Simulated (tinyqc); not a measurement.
# MOSFET in the linear regime without short-channel effects, parameter extraction from computed curves: effects of single changes

Inversion charge Q = Cox n Vt W0(exp((Vg - VT)/(n Vt))), W0 the Lambert function and n = nf; u = Q/Cox; mobility mu = mu0/(1 + th1 u + th2 u^2); channel resistance Rch = (L - dL)/(W mu Q); Id = Vd/(Rch + Rsd/W). Cox = eps0 eox/tox. Small Vd, no channel-length or drain effects.

Parameters, values chosen for the exercise; channel values of the order met in silicon transistors:
```
symbol,value,unit,meaning
T,300,K,temperature
eox,3.9,,relative permittivity of the gate insulator (close to silicon dioxide)
tox,3.1,nm,insulator thickness
mu0,130,cm^2/(V s),low-field mobility
th1,0.66,1/V,first mobility attenuation factor
th2,0,1/V^2,second mobility attenuation factor
VT,0.68,V,threshold voltage
nf,1.38,,body factor
W,0.5,um,gate width
L,0.11,um,drawn gate length
dL,0.008,um,drawn less effective length
Rsd,130,ohm um,source plus drain resistance
Vd,0.05,V,drain voltage
```

Constants: q = 1.602176634e-19 C, kB = 1.380649e-23 J/K, Vt = kB T/q, eps0 = 8.8541878128e-14 F/cm where lengths are in cm. Results are converted to the units shown.

Each table varies one quantity; the others keep the values above.

## Extraction methods against the first mobility attenuation factor

From the continuous curve Id(Vg): tangent at peak gm (V_ext = Vg - Id/gm); constant current Id = 0.1 uA W/L; peak of d2Id/dVg2; Y = Id/sqrt(gm) drawn through Vg = VT + 0.6 and VT + 0.8 V, with intercept VT_Y and slope s. Mobilities gm,max L/(W Cox Vd) and s^2 L/(W Cox Vd) with the drawn L. Last column: share of Rsd/W in the total resistance at VT + 0.8 V.

Results:
columns A: th1 (1/V); B: V_ext (V); C: constant current (V); D: second derivative (V); E: VT_Y (V); F: mobility from gm (cm^2/(V s)); G: mobility from Y (cm^2/(V s)); H: series share (%)
```
A        B      C      D      E     F    G     H
0    0.702  0.656  0.671  0.726   112  125  11.4
0.4  0.680  0.657  0.668  0.726  95.9  125  9.11
0.6  0.674  0.657  0.667  0.726  90.7  125  8.29
0.8  0.669  0.657  0.666  0.726  86.5  125  7.61
1    0.666  0.657  0.665  0.726  82.9  125  7.03
1.2  0.662  0.657  0.663  0.726  79.8  125  6.53
```

Estimate the missing row, th1 = 0.2 1/V.

Computed row:
columns A: th1 (1/V); B: V_ext (V); C: constant current (V); D: second derivative (V); E: VT_Y (V); F: mobility from gm (cm^2/(V s)); G: mobility from Y (cm^2/(V s)); H: series share (%)
```
A        B      C      D      E    F    G     H
0.2  0.688  0.656  0.670  0.726  103  125  10.1
```

With this row back in the table: The model has VT = 0.68 V and mu0 = 130 cm^2/(V s). Over the table the extracted thresholds move by 39 mV (tangent), 0.75 mV (constant current), 8.0 mV (second derivative), under 0.5 mV (Y function). The mobility from gm falls from 112 to 79.8 and that from Y stays near 125 cm^2/(V s).

## Extraction methods against the second mobility attenuation factor

Same model as above.

Extraction methods against the second mobility attenuation factor:
columns A: th2 (1/V^2); B: V_ext (V); C: constant current (V); D: second derivative (V); E: VT_Y (V); F: mobility from gm (cm^2/(V s)); G: mobility from Y (cm^2/(V s)); H: series share (%)
```
A         B      C      D      E     F    G     H
0     0.672  0.657  0.667  0.726  89.4  125  8.08
0.06  0.672  0.657  0.667  0.740  89.1  134  7.93
0.12  0.672  0.657  0.667  0.754  88.8  143  7.79
0.18  0.671  0.657  0.667  0.768  88.6  154  7.66
0.24  0.671  0.657  0.667  0.783  88.3  165  7.53
0.3   0.671  0.657  0.666  0.797  88.1  178  7.40
0.36  0.670  0.657  0.666  0.811  87.8  192  7.28
```

Read the table: what changes, and by how much?

The model has VT = 0.68 V and mu0 = 130 cm^2/(V s). Over the table the extracted thresholds move by 2.2 mV (tangent), under 0.5 mV (constant current), 0.50 mV (second derivative), 85 mV (Y function). The mobility from gm falls from 89.4 to 87.8 and that from Y rises from 125 to 192 cm^2/(V s).

tinyqc, about 0.01 s, one thread, Intel Xeon 2.30GHz (shared host): `OMP_NUM_THREADS=1 python tinyqc.py 2210066 2210067 out.jsonl`
